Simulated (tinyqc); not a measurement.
Kinetic against equilibrium segregation over temperature: surface segregation during layer-by-layer epitaxy: two-layer exchange kinetics and the shape of quantum wells and delta layers. Computed by tinyqc, a small Python program. Command: `OMP_NUM_THREADS=1 python tinyqc.py 3026554 3026555 out.jsonl mbeseg walk`. One thread of a shared host (Intel(R) Xeon(R) Processor @ 2.30GHz), about 0.01 s of CPU time with the checks.

Atoms A and B exchange only between the growing layer and the one below it. B is supplied for N layers, then pure A follows.

Inputs (values chosen for the exercise, close to those used for germanium in silicon): barrier E1 for B to move up = 1.67 eV; segregation energy E_s = 0.24 eV; attempt frequency nu = 1 THz; growth rate G = 0.46 layers/s; share x0 of B in the flux during the well = 0.18; layers in the well N = 10; layer thickness = 1.36 angstrom; temperature T = 350 C.

Constants: k_B = 8.617333262e-05 eV/K.

Method:
- p1 = nu exp(-E1/(k_B T)) (B up, A down), p2 = nu exp(-(E1 + E_s)/(k_B T)) (B down); time per layer tau = 1/G; K = p1/p2.
- Temperatures in kelvin are T(C) + 273.15.
- Each layer is deposited complete with B share x_dep and then exchanges for the time tau = 1/G with the layer below, whose share is b (total c = s + b fixed): ds/dt = p1 b (1 - s) - p2 s (1 - b), s(0) = x_dep. With the roots s1 < s2 of the right side, (s - s1)/(s - s2) = [(s(0) - s1)/(s(0) - s2)] exp(-(p1 - p2)(s2 - s1) tau). The lower layer is then buried with c - s, and s becomes the b of the next layer.
- In the dilute tail each layer passes up the share R = R_eq (1 - exp(-(p1 + p2) tau)); decay length = -layer thickness/ln R.
- R_eq = K/(1 + K).

Segregation:
```
T (C)      p1 tau     R_eq           R  decay length (angstrom)  peak share
230    4.0716e-05  0.99607  4.0715e-05               1.3453e-01     0.18000
270    6.9447e-04  0.99410  6.9423e-04               1.8700e-01     0.18000
310    8.0268e-03  0.99164  7.9944e-03               2.8163e-01     0.18000
350    6.7760e-02  0.98868  6.5491e-02               4.9893e-01     0.18000
390    4.4223e-01  0.98522  3.5630e-01               1.3179e+00     0.18000
430    2.3315e+00  0.98131  8.9012e-01               1.1683e+01     0.17716
470    1.0278e+01  0.97697  9.7694e-01               5.8304e+01     0.17654
510    3.8936e+01  0.97225  9.7225e-01               4.8320e+01     0.17616
```

What does the comparison show, and why?

The decay length peaks at 470 C among these rows: below, exchange is too slow; above, equilibrium rules and K = exp(E_s/(k_B T)) falls. p1 tau passes 1 between 390 and 430 C, below which sharp interfaces can be grown. Caution: decay lengths below one layer thickness are only formal.

Extremes, crossings and ranges named in words are read from the listed rows.
